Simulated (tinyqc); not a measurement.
Ellipsometry and reflectance of a transparent film on an absorbing substrate: two steps of the calculation.

Air (index 1), film, substrate with N2 = n2 - i k2; time factor exp(+i w t). q_j = sqrt(N_j^2 - sin^2 th), root with positive real part. Fresnel coefficients r_s = (q_a - q_b)/(q_a + q_b), r_p = (N_b^2 q_a - N_a^2 q_b)/(N_b^2 q_a + N_a^2 q_b). tan(Psi) exp(i Delta) = R_p/R_s, Delta taken from 0 to 360 degrees.

Values chosen for this exercise; indices close to those of aluminium oxide on silicon:

| symbol | value | unit | meaning |
|---|---|---|---|
| lam | 800 | nm | wavelength |
| th | 70 | degrees | angle of incidence |
| n1 | 1.672 |  | index of the transparent film |
| d | 13 | nm | film thickness |
| n2 | 3.692 |  | index of the substrate |
| k2 | 0.0065 |  | extinction coefficient of the substrate |

Problem 1. Interface coefficients and thickness period. q0, q1, q2 and the coefficients r01 and r12 for p and s; the results repeat in d with the period lam/(2 q1).

Wanted: q0; q1; q2; r01,p; r01,s; r12,p; r12,s; period.

Solution 1.

q0 = 0.3420
q1 = 1.383
q2 = 3.570-0.007i
r01,p = -0.1825
r01,s = -0.6034
r12,p = 0.3076-0.0007i
r12,s = -0.4416+0.0008i
period = 289.2 nm

Problem 2. Psi, Delta and reflectances. beta = 2 pi d q1/lam, X = exp(-2 i beta), R = (r01 + r12 X)/(1 + r01 r12 X) for p and s.

q1 = 1.3829540
r01,p = -0.18246674
r01,s = -0.60344896
r12,p = 0.30762407-0.00074177i
r12,s = -0.44161148+0.00075769i

Find: beta; X; R_p; R_s; Psi; Delta; |R_p|^2; |R_s|^2.

Solution 2.

beta = 0.1412 rad
X = 0.9604-0.2787i
R_p = 0.1176-0.0933i
R_s = -0.8210+0.0497i
Psi = 10.35 degrees
Delta = 145.0 degrees
|R_p|^2 = 0.02255
|R_s|^2 = 0.6766

The bare substrate gives Psi = 9.129 and Delta = 179.67 degrees.

Program tinyqc, `OMP_NUM_THREADS=1 python tinyqc.py 2870120 2870121 out.jsonl`; Intel Xeon 2.30GHz, shared host, one thread, about 0.01 s.
